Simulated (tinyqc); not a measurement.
Inside a calculation. Method: Hubbard chain of 2 sites. One step of it, computed by the program tinyqc.

Task: Mean-field iteration 2. H(up) = T + U n(down), H(down) = T + U n(up); fill the lowest levels; n(new) = n + mixing (n(out) - n); E = tr T (rho up + rho down) + U sum n_up n_down of the output.

one-body matrix (hopping and site energies) (eV):
```
           1          2
1   0.000000  -1.630000
2  -1.630000   0.000000
```

U = 9.300000 eV

electrons, up and down: 1  1

mixing = 0.500000

n(up) after iteration 1: 1 0.957954, 2 0.042046

n(down) after iteration 1: 1 0.042046, 2 0.957954

Give: levels, up; levels, down; energy; n(up) after iteration 2; n(down) after iteration 2.

Result:

levels, up (eV): 0.0898  9.2102

levels, down (eV): 0.0898  9.2102

energy = -0.5712 eV

n(up) after iteration 2: 1 0.9625, 2 0.0375

n(down) after iteration 2: 1 0.0375, 2 0.9625
